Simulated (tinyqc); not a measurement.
Off-state leakage of single and stacked transistors: leakage components against the temperature.

n-channel devices of unit width. Subthreshold current I(Vg, Vs, Vd) = I0 (T/300 K)^0.5 exp[(Vg - Vs - VT(T) - gb (Vs - Vb) + dd (Vd - Vs))/(nf Vt)] (1 - exp(-(Vd - Vs)/Vt)), VT(T) = VT - cT (T - 300 K). Gate-edge tunnelling Ig (Vd/1 V) exp(ag (Vd - 1 V)), for a gate at 0 V, and band-to-band leakage Ab u exp(-Bb/u), u = Vd - Vb + 1 V, flow at a drain held at V; both are taken as independent of T. In a stack of off transistors (all gates at 0 V) the same subthreshold current passes through each.

One transistor with Vg = Vs = 0, Vd = V; stack factor I(one)/I(two in series).

Values chosen for this exercise; values of the order met in bulk silicon logic transistors:
- V = 0.9 V (supply voltage)
- VT = 0.36 V (threshold at 300 K, zero drain and body bias)
- cT = 0.9 mV/K (fall of the threshold with temperature)
- I0 = 0.29 uA/um (current at threshold at 300 K)
- nf = 1.23 (slope factor)
- dd = 0.11 (drain-induced lowering per volt)
- gb = 0.2 (rise of the threshold per volt of source-body bias)
- Ig = 0.0001 uA/um (gate-edge tunnelling current at 1 V)
- ag = 5.1 1/V (exponential slope of the gate current)
- Ab = 7 uA/(um V) (prefactor of band-to-band leakage at the drain)
- Bb = 27 V (its exponential voltage)
- Vb = -0.6 V (body voltage)

Constants: q = 1.602176634e-19 C, kB = 1.380649e-23 J/K, Vt = kB T/q. Results are converted to the units shown.

The same in every row: gate edge (nA/um) = 0.05404; band-to-band (nA/um) = 0.3570.

Result of one run:
```
subthreshold (nA/um),total (nA/um),stack factor,largest part
0.1217,0.5328,11.02,band-to-band
```

Which temperature T gave this result: 325, 375, 400 or 425 K?

T = 375 K.

The whole series:
```
T (K),subthreshold (nA/um),total (nA/um),stack factor,largest part
250,2.760e-5,0.4111,32.54,band-to-band
275,2.701e-4,0.4113,24.07,band-to-band
300,0.001814,0.4129,18.78,band-to-band
325,0.009121,0.4202,15.27,band-to-band
350,0.03651,0.4475,12.81,band-to-band
375,0.1217,0.5328,11.02,band-to-band
400,0.3500,0.7610,9.686,band-to-band
425,0.8901,1.301,8.653,subthreshold
```

As T goes from 250 to 425, the total leakage rises from 0.411 to 1.30 nA/um. The band-to-band part leads at T = 250, the subthreshold part from 425 on. The subthreshold part doubles every 18.6 K between the last two rows. The reduction by a stack of two falls from 32.5 to 8.65, for the subthreshold part alone.

Computed by the program tinyqc: `OMP_NUM_THREADS=1 python tinyqc.py 2242126 2242127 out.jsonl`, one thread of a shared Intel Xeon 2.30GHz, about 0.03 s for the whole run.
